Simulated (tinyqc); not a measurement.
Length offset and series resistance from crossing lines.

Question. R_total = Rs + k (L - dL)/Vo with constant Rs, dL and k. Find k, dL and Rs.

R_total at (L, Vo) = (50, 0.37), (150, 0.37), (50, 0.99) and (150, 0.99), L in nm and Vo in V (ohm um): [594.05405, 1080.5405, 460, 641.81818]

Answer. At each overdrive R is a straight line in L with slope k/Vo; the two lines cross at L = dL, R = Rs.

k = 1.80 ohm um V/nm
dL = 6.00 nm
Rs = 380 ohm um

tinyqc, about 0.05 s, one thread, Intel Xeon 2.30GHz (shared host): `OMP_NUM_THREADS=1 python tinyqc.py 2282035 2282036 out.jsonl`
